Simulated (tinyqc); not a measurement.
A chain with two barriers and dephasing by Buettiker voltage probes: two steps of the calculation.

Sites 1 to 5 form a chain with hopping -t. Lead L joins site 1 and lead R site 5, both semi-infinite chains with hopping -t and site energy 0. Every site carries a probe with self-energy -i Gamma_p/2 that draws no net current. Linear response at zero temperature: mu_L = 1, mu_R = 0 in units of the bias.

Parameters, values chosen for the exercise:

| symbol | value | unit | meaning |
|---|---|---|---|
| t | 1 | eV | hopping (matrix element -t) |
| U | [3.9, 0, 0, 0, 1.8] | eV | site energies 1 to N |
| E | 1.01 | eV | Fermi energy |
| gp | 0.24 | eV | probe broadening Gamma_p |

Constants: q = 1.602176634e-19 C, h = 6.62607015e-34 J s. Results are converted to the units shown.

Task 1. Green function. Sigma = t^2 g(E), g(x) = (x - i sqrt(4 t^2 - x^2))/(2 t^2) for |x| < 2 t and (x - sign(x) sqrt(x^2 - 4 t^2))/(2 t^2) otherwise; Gamma = -2 Im Sigma; G = (E - H - Sigma_L - Sigma_R + i Gamma_p/2)^(-1).

Find: Sigma; Gamma; G.

Result 1.

Sigma = 0.50500-0.86312i eV
Gamma = 1.7262 eV

G (1/eV):
```
                 1                2                3                4
1  -0.2502-0.1313i   0.0214-0.1998i   0.2046+0.3305i  -0.1884-0.1586i
2   0.0214-0.1998i  -0.1236-0.6994i   1.0195+0.9210i  -0.7955-0.3532i
3   0.2046+0.3305i   1.0195+0.9210i  -1.1237-1.3831i   0.9495+0.6108i
4  -0.1884-0.1586i  -0.7955-0.3532i   0.9495+0.6108i  -0.0902-0.3776i
5  -0.0333-0.1478i  -0.2584-0.4689i   0.2380+0.6523i   0.0963-0.2185i

                 5
1  -0.0333-0.1478i
2  -0.2584-0.4689i
3   0.2380+0.6523i
4   0.0963-0.2185i
5  -0.3614-0.4431i
```

Task 2. Probe potentials and effective transmission. No current into probe p: W mu = T_pL with W_pp = T_pL + T_pR + sum_q T_pq and W_pq = -T_pq. Then T_eff = T_RL + sum_p T_pR mu_p, and the resistance is (h/2q^2)/T_eff.

T_RL = 0.068360207
T_pL, probe 1 to 5: [0.033080102, 0.016729232, 0.062600101, 0.025124711, 0.009504161]
T_pR, probe 1 to 5: [0.00950416, 0.11873119, 0.19975265, 0.02362330, 0.13548438]

T_pq:
```
            1           2           3           4           5
1  0.00000000  0.00232588  0.00870333  0.00349310  0.00132137
2  0.00232588  0.00000000  0.10872677  0.04363777  0.01650727
3  0.00870333  0.10872677  0.00000000  0.07341592  0.02777173
4  0.00349310  0.04363777  0.07341592  0.00000000  0.00328436
5  0.00132137  0.01650727  0.02777173  0.00328436  0.00000000
```

Give: W; mu_p; T_eff; resistance.

Result 2.

W:
```
         1        2        3        4        5
1   0.0584  -0.0023  -0.0087  -0.0035  -0.0013
2  -0.0023   0.3067  -0.1087  -0.0436  -0.0165
3  -0.0087  -0.1087   0.4810  -0.0734  -0.0278
4  -0.0035  -0.0436  -0.0734   0.1726  -0.0033
5  -0.0013  -0.0165  -0.0278  -0.0033   0.1939
```

mu_p, probe 1 to 5: [0.6307, 0.1944, 0.2394, 0.3114, 0.1094]
T_eff = 0.1674
resistance = 77.08 kohm

tinyqc, about 0.01 s, one thread, Intel Xeon 2.30GHz (shared host): `OMP_NUM_THREADS=1 python tinyqc.py 2700046 2700047 out.jsonl`
